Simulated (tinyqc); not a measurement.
Inside a calculation. Model: hydrogen passivation of interface dangling bonds: competing passivation and dissociation with distributed barriers. Computed by tinyqc, a small Python program that keeps every step. Command: `OMP_NUM_THREADS=1 python tinyqc.py 3015658 3015659 out.jsonl passiv walk`. One thread of a shared host (Intel(R) Xeon(R) Processor @ 2.30GHz), about 0.02 s of CPU time with the checks. Intermediate numbers are printed to about 5 digits and carried at full precision; extremes and crossings named in words are read from the listed rows.

P_b + H2 gives P_bH + H at the rate k_f [H2]; P_bH gives P_b + H at the rate k_d. All defects start unpassivated. E_f and E_d are Gaussian and independent.

Inputs (values chosen for the exercise, close to those used for P_b centres at the silicon-oxide interface):
```
quantity,value,unit
defect density N0,4.4e+12,1/cm^2
passivation prefactor k_f0,4.3e-08,cm^3/s
mean passivation barrier E_f,1.47,eV
spread sigma_f,0.096,eV
dissociation prefactor k_d0,2.3e+13,1/s
mean dissociation barrier E_d,2.77,eV
spread sigma_d,0.11,eV
"H2 in the oxide per atm, solubility factor",7.6e+17,1/(cm^3 atm)
hydrogen pressure p,1,atm
anneal temperature T,500,C
anneal time t,5400,s
oxide thickness,2.8,nm
```

Constants: k_B = 8.617333262e-05 eV/K; e = 1.602176634e-19 C; eps_0 = 8.8541878128e-12 F/m.

## Single barriers

[H2] = solubility factor x p; a = k_f0 [H2] exp(-E_f/(k_B T)), d = k_d0 exp(-E_d/(k_B T)). For one pair of barriers the active share is y = [d + a exp(-(a + d) t)]/(a + d). Temperatures in kelvin are T(C) + 273.15.

passivation rate a = 8.5524 1/s

dissociation rate d = 2.0206e-05 1/s

a t = 46183

steady active share d/(a + d) = 2.3626e-06

active share, single barriers = 2.3626e-06

Passivation has run its course, and the balance with dissociation sets the remainder. Caution: single-barrier shares below about 1e-3 are formal; measured passivation levels off well above them.

## Distributed barriers

Average y over both Gaussians with 40 x 40 Gauss-Hermite points. Active density N0 y; threshold shift if each active defect holds one charge, e N0 y t_ox/(3.9 eps_0).

active share y = 2.5998e-05

active density = 1.1439e+08 1/cm^2

threshold shift = 0.014861 mV

The spread changes the remainder by a factor 11.0: sigma_f/(k_B T) = 1.44 and sigma_d/(k_B T) = 1.65. Caution: densities below a few 1e9 per cm^2 are formal: other defects set the floor in real interfaces.

## Best anneal temperature for this time and pressure

Minimise the averaged y over T between 150 and 900 C: find where ln y is equal at T - 0.05 and T + 0.05 C; T is rounded to 0.1 C.

best temperature = 421.3 C

least active share = 5.9482e-06

Caution: a least active share below 1e-3 is a property of the model; measured passivation levels off well above it. Caution: atomic hydrogen, which both passivates and depassivates, and further passivation during cooling are left out.

## Isochronal anneals

The formulas are those given above.

Active share after the time t:
```
T (C),a (1/s),d (1/s),single barriers,distributed
200,7.1864e-06,7.1937e-17,9.6194e-01,8.4264e-01
250,2.2542e-04,4.7519e-14,2.9603e-01,3.8420e-01
300,3.8761e-03,1.0111e-11,3.4211e-09,5.4567e-02
350,4.2221e-02,9.1016e-10,2.1557e-08,1.7950e-03
400,3.2255e-01,4.1989e-08,1.3018e-07,1.5235e-05
450,1.8602e+00,1.1404e-06,6.1303e-07,9.5339e-06
500,8.5524e+00,2.0206e-05,2.3626e-06,2.5998e-05
600,1.0703e+02,2.3628e-03,2.2075e-05,1.4424e-04
700,7.9690e+02,1.0384e-01,1.3029e-04,5.8674e-04
800,4.0813e+03,2.2549e+00,5.5218e-04,1.8829e-03
```

The distributed share is least at 450 C among these rows, 9.5e-6, and the search puts the optimum at 421.3 C. On the cold side defects with high E_f survive; on the hot side dissociation, with the larger barrier, gains on passivation with an energy E_d - E_f = 1.30 eV. In that row single barriers give 6.1e-7, so the spread raises the floor. Caution: shares below about 1e-3 in these rows are formal; measured passivation levels off well above them.

Checks made by the program: Gauss-Hermite average against a fine uniform grid (relative difference 3e-10).
